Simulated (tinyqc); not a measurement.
Single-junction solar cell, detailed-balance limit: two steps of the calculation.

Every photon above the gap Eg makes one pair and none below is absorbed; carriers thermalise at T and move without loss. Jsc = q fs X Phi(Eg, Ts); the dark current is J0 = q ge Phi(Eg, T)/ERE with the Boltzmann factor exp(V/Vt). The efficiency is the electrical power over fs X sigma Ts^4.

Parameters, values chosen for the exercise:
- Ts = 7000 K (temperature of the black-body sun)
- Eg = 2.13 eV (band gap)

Constants: q = 1.602176634e-19 C, kB = 1.380649e-23 J/K, h = 6.62607015e-34 J s, c = 299792458 m/s. Results are converted to the units shown.

Question 1. Photon flux of the source, term by term. Photon flux above E from a black body at temperature T into a hemisphere: Phi(E, T) = A sum_k exp(-k E/th)[E^2 th/k + 2 E th^2/k^2 + 2 th^3/k^3], k = 1, 2, ..., with th = kB T/q in eV and A = 2 pi q^3/(h^3 c^2). The first six terms at E = Eg, T = Ts are listed; the flux takes all.

Find: th; A; terms k = 1..6; Phi(Eg, Ts).

Answer 1.

th = 0.6032 eV
A = 9.883e22 cm^-2 s^-1 eV^-3
terms k = 1..6 (eV^3): [0.1383, 0.001552, 2.761e-5, 5.786e-7, 1.317e-8, 3.154e-10]
Phi(Eg, Ts) = 1.383e22 cm^-2 s^-1

Question 2. Maximum power point by substitution. v = Vmp/Vt solves (1 + v) exp(v) = 1 + Jsc/J0; v(new) = ln[(1 + Jsc/J0)/(1 + v)].

v after iteration 1 = 50.662577
Jsc = 47.856085 mA/cm^2
J0 = 4.7583846e-21 mA/cm^2

Wanted: v after iteration 2.

Answer 2.

v after iteration 2 = 46.718

Numbers from tinyqc (`OMP_NUM_THREADS=1 python tinyqc.py 2820039 2820040 out.jsonl`; about 0.01 s on one thread of a shared Intel Xeon 2.30GHz).
